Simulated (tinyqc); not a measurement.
Inside a calculation. Method: Pariser-Parr-Pople SCF with singles CI, for the molecule c1ccc2cnccc2c1 (SMILES; centres numbered as the heavy atoms are written). One step of it, computed by the program tinyqc.

Task: Iteration 1: Fock matrix. F_rr = H_rr + P_rr gamma_rr / 2 + sum_(s != r) P_ss gamma_rs; F_rs = H_rs - P_rs gamma_rs / 2; E = tr P (H + F) / 2 + core repulsion sum_(r<s) z_r z_s gamma_rs.

P at the start:
```
            1C         2C         3C         4C         5C         6N         7C         8C
1C    1.000000   0.603146   0.000000  -0.241478   0.000000   0.151270   0.000000  -0.170831
2C    0.603146   1.000000   0.724570   0.000000  -0.169738   0.000000   0.156103   0.000000
3C    0.000000   0.724570   1.000000   0.555408   0.000000  -0.165590   0.000000   0.086032
4C   -0.241478   0.000000   0.555408   1.000000   0.551242   0.000000  -0.243975   0.000000
5C    0.000000  -0.169738   0.000000   0.551242   1.000000   0.724563   0.000000  -0.367068
6N    0.151270   0.000000  -0.165590   0.000000   0.724563   1.000000   0.607354   0.000000
7C    0.000000   0.156103   0.000000  -0.243975   0.000000   0.607354   1.000000   0.720404
8C   -0.170831   0.000000   0.086032   0.000000  -0.367068   0.000000   0.720404   1.000000
9C    0.000000  -0.240902   0.000000   0.519440   0.000000  -0.236278   0.000000   0.556502
10C   0.725146   0.000000  -0.362902   0.000000   0.087125   0.000000  -0.168069   0.000000

            9C        10C
1C    0.000000   0.725146
2C   -0.240902   0.000000
3C    0.000000  -0.362902
4C    0.519440   0.000000
5C    0.000000   0.087125
6N   -0.236278   0.000000
7C    0.000000  -0.168069
8C    0.556502   0.000000
9C    1.000000   0.553739
10C   0.553739   1.000000
```

core matrix H (eV):
```
             1C          2C          3C          4C          5C          6N          7C          8C
1C   -53.999747   -2.390000    0.000000    0.000000    0.000000    0.000000    0.000000    0.000000
2C    -2.390000  -54.000741   -2.390000    0.000000    0.000000    0.000000    0.000000    0.000000
3C     0.000000   -2.390000  -57.292240   -2.390000    0.000000    0.000000    0.000000    0.000000
4C     0.000000    0.000000   -2.390000  -64.175095   -2.390000    0.000000    0.000000    0.000000
5C     0.000000    0.000000    0.000000   -2.390000  -57.447883   -2.510000    0.000000    0.000000
6N     0.000000    0.000000    0.000000    0.000000   -2.510000  -57.488547   -2.510000    0.000000
7C     0.000000    0.000000    0.000000    0.000000    0.000000   -2.510000  -54.166752   -2.390000
8C     0.000000    0.000000    0.000000    0.000000    0.000000    0.000000   -2.390000  -57.330091
9C     0.000000    0.000000    0.000000   -2.390000    0.000000    0.000000    0.000000   -2.390000
10C   -2.390000    0.000000    0.000000    0.000000    0.000000    0.000000    0.000000    0.000000

             9C         10C
1C     0.000000   -2.390000
2C     0.000000    0.000000
3C     0.000000    0.000000
4C    -2.390000    0.000000
5C     0.000000    0.000000
6N     0.000000    0.000000
7C     0.000000    0.000000
8C    -2.390000    0.000000
9C   -64.158153   -2.390000
10C   -2.390000  -57.286566
```

repulsion gamma_rs (eV):
```
            1C         2C         3C         4C         5C         6N         7C         8C
1C   11.130000   7.553862   5.238761   4.668310   3.276745   2.771555   2.868686   3.670370
2C    7.553862  11.130000   7.552439   5.239019   3.670370   2.878010   2.763225   3.276745
3C    5.238761   7.552439  11.130000   7.554960   5.240702   3.689960   3.276745   3.670607
4C    4.668310   5.239019   7.554960  11.130000   7.554960   5.296469   4.668310   5.239602
5C    3.276745   3.670370   5.240702   7.554960  11.130000   7.727673   5.238761   4.668463
6N    2.771555   2.878010   3.689960   5.296469   7.727673  12.300000   7.729197   5.296203
7C    2.868686   2.763225   3.276745   4.668310   5.238761   7.729197  11.130000   7.552439
8C    3.670370   3.276745   3.670607   5.239602   4.668463   5.296203   7.552439  11.130000
9C    5.239019   4.668310   5.239602   7.553862   5.239602   4.708818   5.239019   7.554960
10C   7.552439   5.238761   4.668463   5.239602   3.670607   3.290661   3.670370   5.240702

            9C        10C
1C    5.239019   7.552439
2C    4.668310   5.238761
3C    5.239602   4.668463
4C    7.553862   5.239602
5C    5.239602   3.670607
6N    4.708818   3.290661
7C    5.239019   3.670370
8C    7.554960   5.240702
9C   11.130000   7.554960
10C   7.554960  11.130000
```

Centres (angstrom, eV; a flat drawing with bonds scaled to 1.40 angstrom):
```
centre          x          y  core charge z          W   gamma_rr
1C       2.425000  -0.700000              1  11.160000  11.130000
2C       2.425000   0.700000              1  11.160000  11.130000
3C       1.212000   1.400000              1  11.160000  11.130000
4C       0.000000   0.700000              1  11.160000  11.130000
5C      -1.212000   1.400000              1  11.160000  11.130000
6N      -2.425000   0.700000              1  14.100000  12.300000
7C      -2.425000  -0.700000              1  11.160000  11.130000
8C      -1.212000  -1.400000              1  11.160000  11.130000
9C       0.000000  -0.700000              1  11.160000  11.130000
10C      1.212000  -1.400000              1  11.160000  11.130000
```

Give: F; pi energy.

Result:

F (eV):
```
         1C      2C      3C      4C      5C      6N      7C      8C
1C   -5.595  -4.668   0.000   0.564   0.000  -0.210   0.000   0.314
2C   -4.668  -5.595  -5.126   0.000   0.312   0.000  -0.216   0.000
3C    0.000  -5.126  -5.595  -4.488   0.000   0.306   0.000  -0.158
4C    0.564   0.000  -4.488  -5.595  -4.472   0.000   0.569   0.000
5C    0.000   0.312   0.000  -4.472  -5.595  -5.310   0.000   0.857
6N   -0.210   0.000   0.306   0.000  -5.310  -7.950  -4.857   0.000
7C    0.000  -0.216   0.000   0.569   0.000  -4.857  -5.595  -5.110
8C    0.314   0.000  -0.158   0.000   0.857   0.000  -5.110  -5.595
9C    0.000   0.562   0.000  -4.352   0.000   0.556   0.000  -4.492
10C  -5.128   0.000   0.847   0.000  -0.160   0.000   0.308   0.000

         9C     10C
1C    0.000  -5.128
2C    0.562   0.000
3C    0.000   0.847
4C   -4.352   0.000
5C    0.000  -0.160
6N    0.556   0.000
7C    0.000   0.308
8C   -4.492   0.000
9C   -5.595  -4.482
10C  -4.482  -5.595
```

pi energy = -137.327 eV
